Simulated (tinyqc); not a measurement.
The same stress in different states: Raman shift of the zone-centre optical phonon of a diamond-structure crystal under stress. Computed by tinyqc, a small Python program. Command: `OMP_NUM_THREADS=1 python tinyqc.py 3000263 3000264 out.jsonl ramanstress walk`. One thread of a shared host (Intel(R) Xeon(R) Processor @ 2.30GHz), about 0.01 s of CPU time with the checks.

Axes x, y, z are the cube axes. Strain shifts the threefold optical mode and can split it; p, q and r are the phonon deformation potentials.

Inputs (values chosen for the exercise, modelled on silicon):
```
quantity                          value  unit
unstrained frequency omega_0      520.9  1/cm
p/omega_0^2                       -1.86     -
q/omega_0^2                       -2.24     -
r/omega_0^2                      -0.718     -
C11                               165.1   GPa
C12                               63.13   GPa
C44                               80.79   GPa
stress sigma (tension positive)     2.2   GPa
```

Stress state: hydrostatic. Axis: none.

Method:
- S11 = (C11 + C12)/D, S12 = -C12/D, D = (C11 - C12)(C11 + 2 C12), S44 = 1/C44.
- eps_xx = S11 sigma_xx + S12 (sigma_yy + sigma_zz), and cyclic; eps_xy = S44 sigma_xy/2 (tensor strain).
- Secular matrix: M_xx = p eps_xx + q (eps_yy + eps_zz), M_xy = 2 r eps_xy; its eigenvalues are omega^2 - omega_0^2, and the shifts are these over 2 omega_0.
- Uniaxial: sigma n n^T; biaxial: sigma (1 - n n^T); hydrostatic: sigma 1. The line seen from (001) is taken as unresolved, at the intensity-weighted shift M_zz/(2 omega_0).

S44 = 12.3778 1/TPa

S11 = 7.68193 1/TPa

S12 = -2.12488 1/TPa

Shifts (1/cm):
```
state                   lowest   middle  highest  line seen from (001)
uniaxial [100]          -4.868   -4.868   -2.733                -4.868
uniaxial [110]          -6.346   -4.868   -1.254                -4.868
uniaxial [001]          -4.868   -4.868   -2.733                -2.733
uniaxial [111]          -7.551   -2.459   -2.459                -4.156
biaxial, normal [001]   -9.736   -7.600   -7.600                -9.736
biaxial, normal [111]  -10.010  -10.010   -4.917                -8.312
hydrostatic            -12.468  -12.468  -12.468               -12.468
```

What does the comparison show, and why?

Seen from (001), uniaxial stress along [100] and along [110] give the same shift (-4.868), and equal biaxial stress in the plane gives twice as much (-9.736), since only sigma_xx + sigma_yy and sigma_zz enter M_zz. Stress along [001] gives -2.733. One measured shift therefore fixes the stress only once its state is assumed: read as uniaxial in the plane, a shift implies twice the stress that it does read as biaxial. In the two [111] rows the modes seen are split by 5.1 per cm, more than a line width, so two lines appear there in place of one.

Extremes, crossings and ranges named in words are read from the listed rows.
